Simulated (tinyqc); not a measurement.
# Gain of the pnp from the holding current

Inverse problem. On state with both base-emitter voltages at Von: npn base current Ib = (Von/Rs + bp Von/Rw)/(bn bp - 1), holding current Ih = (bn + 1) Ib + Von/Rs. Find bp.

Inputs (values chosen for the exercise):
- bn = 20.7 (current gain of the npn)
- Rs = 1000 ohm (substrate resistance shunting the npn)
- Rw = 2500 ohm (well resistance shunting the pnp)
- Von = 0.79 V (base-emitter voltage in the on state)

Ih = 1.3524374 mA

Solution. Ih gives Ib, and Ib (bn bp - 1) = Von/Rs + bp Von/Rw is linear in bp.

bp = 3.700

Computed by the program tinyqc: `OMP_NUM_THREADS=1 python tinyqc.py 2670133 2670134 out.jsonl`, one thread of a shared Intel Xeon 2.30GHz, about 0.07 s for the whole run.
